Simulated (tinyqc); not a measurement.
Grain growth, pinning, strength and diffusional creep of a polycrystal or thin film: one step, computed by the program tinyqc. Command: `OMP_NUM_THREADS=1 python tinyqc.py 3009771 3009772 out.jsonl grain walk`. One thread of a shared host (Intel(R) Xeon(R) Processor @ 2.30GHz), about 0.01 s of CPU time with the checks.

One mean grain size d describes the structure.

Question. Grain size after the anneal. dd/dt = 2 M gamma (1/d - 1/d_lim) integrates to 2 M gamma t = d_lim (d0 - d) + d_lim^2 ln[(d_lim - d0)/(d_lim - d)]; without pinning d^2 = d0^2 + 4 M gamma t.

Inputs (values chosen for the exercise, modelled on polycrystalline silicon): boundary energy gamma = 0.66 J/m^2; anneal temperature T = 2201 K; anneal time t = 32 s; initial grain size d0 = 56 nm.

mobility M = 8.612054e-15 m^4/(J s)

limit d_lim = 351.6239 nm

Give: size without pinning; grain size d.

Answer.

size without pinning = 854.80 nm

grain size d = 344.76 nm

Growth has stagnated at the limit. Caution: T is above the melting point of the named material.
